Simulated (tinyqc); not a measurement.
Electron continuity equation in a given potential, Scharfetter-Gummel discretisation: error of the current against the mesh.

Steady state in one dimension: J = q mu n E + q D dn/dx with E = -dpsi/dx and D = mu Vt, dJ/dx = 0, fixed densities nL and nR at the ends. The potential is given, psi = 0 for x < L/2 and U (2 x/L - 1) beyond, and is not changed by the electrons.

Fluxes J_i = (q D/h)(n_(i+1) P_i - n_i Q_i), d_i = (psi_(i+1) - psi_i)/Vt: Scharfetter-Gummel P = B(d), Q = B(-d), B(d) = d/(exp(d) - 1); central P = 1 - d/2, Q = 1 + d/2; upwind P = 1 + max(-d, 0), Q = 1 + max(d, 0). Balance at each inner node: J_i - J_(i-1) = 0. The reference is Scharfetter-Gummel on 4000 intervals or more. Errors are those of J on the first interval against the reference at its midpoint; errors under 1e-6 % are printed as 0.

Inputs (values chosen for the exercise); mobility close to that of cadmium telluride at room temperature: temperature T = 273 K; electron mobility mu = 1010 cm^2/(V s); length of the region L = 1.6 um; density at x = 0 nL = 9.4e15 cm^-3; density at x = L nR = 0 cm^-3; potential difference psi(L) - psi(0) U = 0.14 V.

Constants: q = 1.602176634e-19 C, kB = 1.380649e-23 J/K, Vt = kB T/q. Results are converted to the units shown.

The same in every row: reference J (A/cm^2) = -383.1.

Results:

| N | largest \|d\| | SG error (%) | central error (%) | upwind error (%) |
|---|---|---|---|---|
| 5 | 2.380 | 7.66 | 6.82 | 10.9 |
| 20 | 0.5951 | 0 | -6.35e-3 | 0.0976 |
| 40 | 0.2976 | 0 | -1.63e-3 | 0.0412 |
| 80 | 0.1488 | 0 | -4.10e-4 | 0.0186 |
| 160 | 0.07439 | 0 | -1.03e-4 | 8.80e-3 |

Estimate the missing row, N = 10.

Computed row:

| N | largest \|d\| | SG error (%) | central error (%) | upwind error (%) |
|---|---|---|---|---|
| 10 | 1.190 | 0 | -0.0223 | 0.249 |

With this row back in the table: From N = 80 to 160 the error shrinks by 4.0 (central), 2.1 (upwind); 4 marks second order and 2 first order. At N = 5 the errors are 7.7, 6.8 and 11 %.

Program tinyqc, `OMP_NUM_THREADS=1 python tinyqc.py 2220130 2220131 out.jsonl`; Intel Xeon 2.30GHz, shared host, one thread, about 0.01 s.
